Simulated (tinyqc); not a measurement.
Exchange-only LDA atom on a uniform radial grid, spin-unpolarised, for Be, step by step. Computed by tinyqc, a small Python program that keeps every step. Settings: Z = 4, points = 256, R = 12.8, functional = Slater exchange alone, mixing = 0.4, iteration cap = 79. Command: `OMP_NUM_THREADS=1 python tinyqc.py 30301 30302 out.jsonl` (the two numbers bound the seeds that draw the settings). One thread of a shared host (Intel(R) Xeon(R) Processor @ 2.60GHz), about 0.7 s of CPU time with the checks. Later iterations appear only in the table of the cycle.

## Iteration 1

Spherical atom on a uniform radial grid r_j = j h with h = R/(N + 1), h sum u^2 = 1 and integrals as h times sums, u(0) = u(R) = 0 (atomic units):
```
parameter            value
Z                        4
points N               256
R                12.800000
h                 0.049805
mixing            0.400000
electrons in 1s          2
electrons in 2s          2
```

Three-point differences turn -u''/2 + [l(l+1)/2r^2 - Z/r + V] u = e u into a tridiagonal matrix (diagonal 1/h^2 + potential, off-diagonal -1/2h^2). D = sum f u^2; the Hartree potential y/r solves y'' = -D/r with y(0) = 0, y(R) = N_e; v_xc comes from rho = D/(4 pi r^2); E = sum f e - int D V + int D (V_H/2 + eps_xc); V(new) = V + mixing (V_H + v_xc - V).

eigenvalues (hartree): [-7.922159, -1.995063]

Every 16th grid point:
```
r              V in     u(1s)      u(2s)         D       V_H       v_xc
0.796887   0.000000  0.532051  -0.539335  1.147922  3.965314  -0.515973
1.593774   0.000000  0.044838  -0.814420  1.330580  2.405733  -0.341441
2.390661   0.000000  0.002834  -0.430539  0.370744  1.664826  -0.170190
3.187549   0.000000  0.000159  -0.166278  0.055297  1.254308  -0.074505
3.984436   0.000000  0.000008  -0.054902  0.006028  1.003870  -0.030672
4.781323   0.000000  4.24e-07  -0.016491  0.000544  0.836586  -0.012182
5.578210   0.000000  2.08e-08  -0.004649  0.000043  0.717076  -0.004726
6.375097   0.000000  1.00e-09  -0.001252  3.14e-06  0.627441  -0.001803
7.171984   0.000000  4.76e-11  -0.000326  2.12e-07  0.557726  -0.000679
7.968872   0.000000         0  -0.000083  1.36e-08  0.501953  -0.000254
8.765759   0.000000         0  -0.000020  8.38e-10  0.456321  -0.000094
9.562646   0.000000         0  -4.99e-06  4.98e-11  0.418294  -0.000035
10.359533  0.000000         0  -1.20e-06         0  0.386118  -0.000013
11.156420  0.000000         0  -2.83e-07         0  0.358538   0.000000
11.953307  0.000000         0  -6.36e-08         0  0.334635   0.000000
12.750195  0.000000         0  -2.58e-09         0  0.313721   0.000000
```

total energy = -13.15512308 hartree

## Iteration 2

As before.

eigenvalues (hartree): [-5.864118, -1.076145]

Every 16th grid point:
```
r              V in     u(1s)      u(2s)         D       V_H       v_xc
0.796887   1.379736  0.585396  -0.367261  0.955138  3.746744  -0.485301
1.593774   0.825717  0.065833  -0.784736  1.240291  2.318097  -0.333537
2.390661   0.597855  0.005832  -0.562965  0.633927  1.646112  -0.203511
3.187549   0.471922  0.000470  -0.300521  0.180627  1.251378  -0.110546
3.984436   0.389279  0.000036  -0.139333  0.038828  1.003478  -0.057068
4.781323   0.329762  2.68e-06  -0.059523  0.007086  0.836538  -0.028665
5.578210   0.284940  1.96e-07  -0.024108  0.001162  0.717070  -0.014159
6.375097   0.250255  1.41e-08  -0.009404  0.000177  0.627441  -0.006915
7.171984   0.222818  1.00e-09  -0.003567  0.000025  0.557726  -0.003350
7.968872   0.200680  7.05e-11  -0.001324  3.50e-06  0.501953  -0.001613
8.765759   0.182491         0  -0.000483  4.66e-07  0.456321  -0.000772
9.562646   0.167304         0  -0.000173  6.02e-08  0.418294  -0.000368
10.359533  0.154442         0  -0.000062  7.58e-09  0.386118  -0.000175
11.156420  0.143415         0  -0.000021  9.16e-10  0.358538  -0.000082
11.953307  0.133854         0  -0.000007  9.14e-11  0.334635  -0.000036
12.750195  0.125488         0  -3.25e-07         0  0.313721   0.000000
```

total energy = -13.75752247 hartree

## Convergence

Stop when input and output potentials agree to 1e-7.

Course of the cycle (hartree):
```
iteration             E      e(1s)      e(2s)  largest |V(out) - V(in)|
1          -13.15512308  -7.922159  -1.995063                  6.77e+00
2          -13.75752247  -5.864118  -1.076145                  3.46e+00
3          -13.97549968  -4.791660  -0.622872                  1.72e+00
4          -14.04637376  -4.246962  -0.397689                  8.27e-01
5          -14.06688987  -3.978125  -0.285167                  3.88e-01
6          -14.07218319  -3.848973  -0.228683                  1.79e-01
7          -14.07342699  -3.788173  -0.200147                  8.30e-02
8          -14.07370189  -3.759877  -0.185580                  3.87e-02
9          -14.07376072  -3.746754  -0.178036                  1.83e-02
10         -14.07377317  -3.740655  -0.174063                  8.74e-03
11         -14.07377581  -3.737801  -0.171935                  4.28e-03
...                 ...        ...        ...                       ...
21         -14.07377656  -3.735170  -0.169301                  1.33e-05
22         -14.07377656  -3.735168  -0.169296                  7.86e-06
23         -14.07377656  -3.735167  -0.169293                  4.67e-06
24         -14.07377656  -3.735166  -0.169292                  2.79e-06
25         -14.07377656  -3.735165  -0.169291                  1.66e-06
26         -14.07377656  -3.735165  -0.169290                  9.91e-07
27         -14.07377656  -3.735165  -0.169290                  5.92e-07
28         -14.07377656  -3.735165  -0.169289                  3.53e-07
29         -14.07377656  -3.735165  -0.169289                  2.11e-07
30         -14.07377656  -3.735165  -0.169289                  1.27e-07
31         -14.07377656  -3.735165  -0.169289                  7.64e-08
```

Converged in 31 iterations. A uniform grid resolves the cusp poorly: for a bare nucleus this grid gives 1s at -7.92216 against -Z^2/2 = -8 hartree. Before convergence this energy mixes input and output and is not variational, so it may rise towards its limit.
